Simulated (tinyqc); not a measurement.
Inside a calculation. Model: current crowding under a contact, resistor ladder against the transmission-line model.

Computed by the program tinyqc: `OMP_NUM_THREADS=1 python tinyqc.py 2760036 2760037 out.jsonl`, one thread of a shared Intel Xeon 2.30GHz, about 0.01 s for the whole run. Printed values are rounded.

A metal contact of length d and width W on a thin layer of the same width. The metal has no resistance, the sheet resistance under it equals Rsh, and current enters the layer at the front edge x = 0.

Inputs (values chosen for the exercise): sheet resistance of the semiconductor layer Rsh = 120 ohm/sq; specific contact resistivity rc = 5.3e-6 ohm cm^2; contact length d = 0.95 um; contact width W = 92 um; cells n = 5; current I = 0.5 mA.

## Conductances of the ladder

Cut the contact into n cells of length hc = d/n. Neighbouring cell centres are joined by a = W/(Rsh hc), each centre joins the metal (0 V) by g = W hc/rc, and I enters cell 1 through half a cell: -a v_(i-1) + b_i v_i - a v_(i+1) = I for i = 1 and 0 otherwise, b_i = g + 2 a (g + a at both ends). Rc = v_1/I + 1/(2 a).

a = 4.03509 S
g = 0.0329811 S
b_i, cell 1 to 5 (S): 4.06807  8.10316  8.10316  8.10316  4.06807

## Voltages and the share of the current

Cut the contact into n cells of length hc = d/n. Neighbouring cell centres are joined by a = W/(Rsh hc), each centre joins the metal (0 V) by g = W hc/rc, and I enters cell 1 through half a cell: -a v_(i-1) + b_i v_i - a v_(i+1) = I for i = 1 and 0 otherwise, b_i = g + 2 a (g + a at both ends). Rc = v_1/I + 1/(2 a). Cell i passes g v_i to the metal.

```
cell  v_i (mV)  share of the current (%)
1      3.17811                   20.9635
2      3.08018                   20.3175
3      3.00742                   19.8376
4      2.95924                   19.5198
5      2.93524                   19.3615
```

Rc of the ladder = 6.48014 ohm

The first cell passes 21.0 % of the current and the last 19.4 %; an even spread would give 20.0 % each.

## The transmission-line result

Transfer length Lt = sqrt(rc/Rsh); front resistance Rc = (Rsh Lt/W) coth(d/Lt); end resistance Re = (Rsh Lt/W)/sinh(d/Lt). v(x) = I (Rsh Lt/W) cosh((d - x)/Lt)/sinh(d/Lt) at the cell centres x = (i - 1/2) d/n.

Lt = 2.10159 um
Rc = 6.47160 ohm
Re = 5.86237 ohm
v(x), cell 1 to 5 (mV): 3.17713  3.07916  3.00637  2.95818  2.93418

The ladder's Rc is 0.13 % above this value, with cells 0.090 Lt long.
